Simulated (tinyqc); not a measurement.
Tight binding, kagome lattice, step by step. One step of it, computed by the program tinyqc.

Question. Bloch Hamiltonian at K. H_AB = -t1 - t2 exp(-i k.a1), H_AC = -t1 - t2 exp(-i k.a2), H_BC = -t1 - t2 exp(i k.(a1 - a2)), H_CC = delta.

Parameters chosen for this model:
```
parameter     value                unit
t1         1.890000    eV, up triangles
t2         1.890000  eV, down triangles
delta             0        eV on site C
```

k point K (fractions of the reciprocal vectors): 0.333333  0.666667

Give: H(k) at K.

Answer.

H(k) at K (eV), lower triangle (Hermitian):
```
               A              B      C
A          0.000
B  -0.945-1.637i          0.000
C  -0.945+1.637i  -0.945-1.637i  0.000
```
